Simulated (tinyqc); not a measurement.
Weak link from the transmission.

Question. An infinite chain has hopping -t with t = 2.58 eV and site energy 0; E = -2 t cos(k) with E = -2.13 eV. One bond has the hopping -y t with 0 < y < 1, so T(E) = 4 y^2 sin^2 k/[(1 - y^2)^2 + 4 y^2 sin^2 k]. Find y and the hopping y t.

T(E) = 0.072477652

Solution. With b = |sin k| sqrt(1/T(E) - 1), (1 - y^2)/(2 y) = b, whose root below 1 is sqrt(b^2 + 1) - b.

y = 0.1500
y t = 0.3870 eV

tinyqc, about 0.01 s, one thread, Intel Xeon 2.30GHz (shared host): `OMP_NUM_THREADS=1 python tinyqc.py 2660014 2660015 out.jsonl`
